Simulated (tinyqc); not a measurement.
Strained alloy layer of InAs and GaAs on (001) InP, model-solid band line-up: one step of the calculation.

The layer is x parts of the first compound and 1 - x of the second, grown coherently on the third as substrate and barrier. Rows of the table: lattice constant a, average valence level Ea on an absolute scale, spin-orbit splitting so, gaps at Gamma, X and L, hydrostatic deformation potentials av and ac (Gamma), shear potential b, elastic constants, electron and heavy-hole (along z) masses. All are interpolated linearly in x; gaps get -C x (1 - x), taken wholly in the conduction band; real line-ups can differ from this model by 0.1 eV or more.

Question. Critical thickness. In-plane strain e = (a_substrate - a)/a. Matthews-Blakeslee for 60-degree dislocations in a single layer: hc = k (ln(hc/bv) + 1), k = bv (1 - nu/4)/(4 pi |e| (1 + nu)), nu = c12/(c11 + c12), bv = a/sqrt(2); the larger root.

Values chosen for this exercise: fraction of the first compound in the layer x = 0.4; bowing of the Gamma gap CG = 0.477 eV; bowing of the X gap CX = 1.4 eV; bowing of the L gap CL = 0.33 eV; layer thickness Lw = 7.3 nm.

Binary compounds, values chosen for the exercise:
```
              close to InAs  close to GaAs  close to InP
a (angstrom)          6.058          5.653         5.869
Ea (eV)               -6.67          -6.92         -7.04
so (eV)               0.381          0.345         0.111
EG (eV)               0.351           1.41          1.35
EX (eV)                1.37           1.92          2.18
EL (eV)                1.05           1.73          1.93
av (eV)                1.01           1.16          1.28
ac (eV)               -5.12           -7.1         -5.11
b (eV)                -1.81           -1.7          -1.7
c11 (GPa)              83.1            119           102
c12 (GPa)              44.9           53.1          56.5
me (m0)              0.0227         0.0674        0.0807
mh (m0)               0.331          0.355          0.53
```

Give: nu; bv; hc.

Answer.

nu = 0.3225
bv = 0.4112 nm
hc = 10.35 nm

The layer, Lw = 7.3 nm, is thinner than hc, so it stays coherent by this criterion.

Numbers from tinyqc (`OMP_NUM_THREADS=1 python tinyqc.py 2690033 2690034 out.jsonl`; about 0.01 s on one thread of a shared Intel Xeon 2.30GHz).
